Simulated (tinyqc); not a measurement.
Bond-orbital model of a tetrahedral semiconductor (Harrison's universal couplings): one step. Band edges at Gamma. Two cases, with inputs chosen for the exercise.

Problem. Ev is the lower root of [[epa, Exx], [Exx, epc]] and the s-like conduction level the upper root of [[esa, Ess], [Ess, esc]], with Exx = 1.28 u and Ess = 5.28 u, u = hbar^2/(m d^2).

Case 1.

Values chosen (near tabulated values for AlN; the model gives trends, and its gaps can be far from the real ones; the results hold for these values, not for the real material): esc = -10.64 eV (s level, cation); epc = -5.7 eV (p level, cation); esa = -26.59 eV (s level, anion); epa = -13.81 eV (p level, anion).

hbar^2/(m d^2) = 2.133189 eV

Case 2.

Values chosen (near tabulated values for CdTe; the model gives trends, and its gaps can be far from the real ones; the results hold for these values, not for the real material): esc = -7.21 eV (s level, cation); epc = -3.93 eV (p level, cation); esa = -19.05 eV (s level, anion); epa = -9.6 eV (p level, anion).

hbar^2/(m d^2) = 0.958197 eV

Give: Exx, Ess; Ev; s-like conduction level; E0 gap.

Solution.

Case 1.

Exx, Ess (eV): 2.7305  11.2632

Ev = -14.644 eV
s-like conduction level = -4.814 eV
E0 gap = 9.829 eV

Case 2.

Exx, Ess (eV): 1.2265  5.0593

Ev = -9.854 eV
s-like conduction level = -5.343 eV
E0 gap = 4.511 eV

Universal couplings give the trend of E0 from compound to compound, not its value; it can miss by several eV and by a factor of two or more, and spin-orbit coupling is left out.

Computed by tinyqc, one run a case: `OMP_NUM_THREADS=1 python tinyqc.py N N+1 out.jsonl` with N = 1481931, 1482117; one thread of a shared Intel(R) Xeon(R) Processor @ 2.30GHz, about 0.01 s a run at most.
